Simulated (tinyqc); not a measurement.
## Mobility and threshold from two currents

Question. In the linear region I = mu Cox (W/L) [(Vgs - VT) Vds - m Vds^2/2], Cox = eps0 eox/tox. Find mu and VT.

Values chosen for this exercise:
- eox = 9.03 (relative permittivity of the gate insulator)
- tox = 6.3 nm (insulator thickness)
- W = 20 um (gate width)
- L = 1 um (gate length)

Constants: eps0 = 8.8541878128e-14 F/cm where lengths are in cm. Results are converted to the units shown.

I at Vgs = 1.28 and 1.78 V, Vds = 0.05 V (uA): [127.54658, 298.87511]
m = 1.1344257

Answer. The slope dI/dVgs is mu Cox (W/L) Vds; the line meets zero current at VT + m Vds/2.

mu = 270.0 cm^2/(V s)
VT = 0.8794 V

Program tinyqc, `OMP_NUM_THREADS=1 python tinyqc.py 2360174 2360175 out.jsonl`; Intel Xeon 2.30GHz, shared host, one thread, about 0.06 s.
